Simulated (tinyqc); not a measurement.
Inside a calculation. Model: AlGaN/GaN HEMT with access regions, lumped model.

Program tinyqc, `OMP_NUM_THREADS=1 python tinyqc.py 2570048 2570049 out.jsonl`; Intel Xeon 2.30GHz, shared host, one thread, about 0.02 s. Printed values are rounded.

A polarisation-induced electron sheet under a Schottky gate, in series with two ungated access regions and contacts. Drift law v = mu E/(1 + mu E/vs) under the gate. Currents in mA/mm, resistances in ohm mm. No self-heating, no channel-length modulation; fits for polarisation, barrier and offset are chosen for the exercise.

Parameters, values chosen for the exercise; values close to those of AlGaN/GaN structures:

| symbol | value | unit | meaning |
|---|---|---|---|
| x | 0.29 |  | aluminium share of the barrier |
| d | 25 | nm | barrier thickness |
| eps_r | 9.3 |  | relative permittivity of barrier and channel |
| mu | 1100 | cm^2/(V s) | channel mobility |
| vs | 1.4e7 | cm/s | saturation velocity |
| Lg | 1.5 | um | gate length |
| Ls | 0.5 | um | source access length |
| Ld | 12 | um | drain access length |
| Rc | 0.25 | ohm mm | resistance of each contact |
| ft | 0.23 |  | share of the drain-access electrons removed by traps |
| Vg | -0.5 | V | gate voltage |
| Vd | 2 | V | drain voltage |
| Ec | 2.6 | MV/cm | critical field |
| te | 0.21 | um | depth over which the depleted charge spreads |
| tf | 200 | nm | insulator under the field plate |
| ei | 7 |  | relative permittivity of that insulator |

Constants: q = 1.602176634e-19 C, eps0 = 8.8541878128e-14 F/cm where lengths are in cm. Results are converted to the units shown.

## Polarisation charge, threshold and sheet resistance

sigma = (5e13 x + 1.6e13 x^2) cm^-2, phiB = 0.84 + 1.3 x, dEc = 0.7 (1.71 x + x^2) in volts, Cb = eps0 eps_r/d, VT = phiB - dEc - q sigma/Cb, access density n0 = -Cb VT/q. Rsh = 1/(q mu n0); largest access current q n0 vs.

sigma = 1.58456e13 cm^-2
Cb = 0.329376 uF/cm^2
VT = -6.89675 V
n0 = 1.41783e13 cm^-2
Rsh = 400.195 ohm
q n0 vs = 3180.27 mA/mm

## Iteration 1: drain current

I at the start = 210 mA/mm

Access resistance R(L, n) = L/(q mu n sqrt(1 - (I/(q n vs))^2)); Rs = Rc + R(Ls, n0), Rd = Rc + R(Ld, (1 - ft) n0). Vg' = Vg - I Rs, Vd' = Vd - I (Rs + Rd); with u = Vg' - VT, Vc = vs Lg/mu and w the smaller of Vd' and Vc [sqrt(1 + 2 u/Vc) - 1] (0 if negative), the channel gives (mu Cb/Lg)(u w - w^2/2)/(1 + w/Vc). I(new) is that channel current.

Rs = 0.450535 ohm mm
Rd = 6.50986 ohm mm
Vg' = -0.594612 V
Vd' = 0.538317 V
channel current = 611.903 mA/mm
I after iteration 1 = 611.903 mA/mm

## Iteration 2: drain current

As before.

Rs = 0.453907 ohm mm
Rd = 6.69113 ohm mm
Vg' = -0.777747 V
Vd' = -2.37207 V
channel current = 0 mA/mm
I after iteration 2 = 0 mA/mm

## Course of the iteration: drain current

Stop when I changes by less than 1e-6 mA/mm, or after 60 iterations. I must stay below q (1 - ft) n0 vs.

Course of the iteration:

| iteration | I (mA/mm) | \|change\| (mA/mm) |
|---|---|---|
| 1 | 611.903 | 402 |
| 2 | 0 | 612 |
| 3 | 1273.23 | 1270 |
| 4 | 0 | 1270 |
| 5 | 1273.23 | 1270 |
| 6 | 0 | 1270 |
| 7 | 1273.23 | 1270 |
| 8 | 0 | 1270 |
| 9 | 1273.23 | 1270 |
| ... | ... | ... |
| 52 | 0 | 1270 |
| 53 | 1273.23 | 1270 |
| 54 | 0 | 1270 |
| 55 | 1273.23 | 1270 |
| 56 | 0 | 1270 |
| 57 | 1273.23 | 1270 |
| 58 | 0 | 1270 |
| 59 | 1273.23 | 1270 |
| 60 | 0 | 1270 |

Not converged within 60 iterations. The value swings between 0 and 1273 for good. At the solution, 259.4 mA/mm, the slope of the channel current against I is -8.57, beyond -1, so plain substitution overshoots. A rerun with the update damped to 0.1 converges in 8 iterations.

## On-resistance and breakdown

sigma = (5e13 x + 1.6e13 x^2) cm^-2, phiB = 0.84 + 1.3 x, dEc = 0.7 (1.71 x + x^2) in volts, Cb = eps0 eps_r/d, VT = phiB - dEc - q sigma/Cb, access density n0 = -Cb VT/q. Ron = 2 Rc + Ls/(q mu n0) + Ld/(q mu (1 - ft) n0) + Lg/(mu Cb (Vg - VT)). Off state: a depleted stretch that holds the voltage V has the peak field sqrt(k V), k = 2 q n0/(eps0 eps_r te), so one edge holds V1 = Ec^2/k. The sheet under the plate pinches off at Vf = q n0 (1/Cb + tf/(eps0 ei)); beyond it the gate edge is screened. BV = V1 if Vf >= V1, else Vf + V1, and at most Ec Ld. Specific resistance Ron (Ls + Lg + Ld); figure of merit BV^2 over it.

Ron = 7.58411 ohm mm
Vf = 80.1993 V
V1 = 25.7295 V
BV = 25.7295 V
specific resistance = 1.06178 mohm cm^2
figure of merit = 0.623492 MW/cm^2

The plate pinches off too late to screen the gate edge, so it adds nothing.
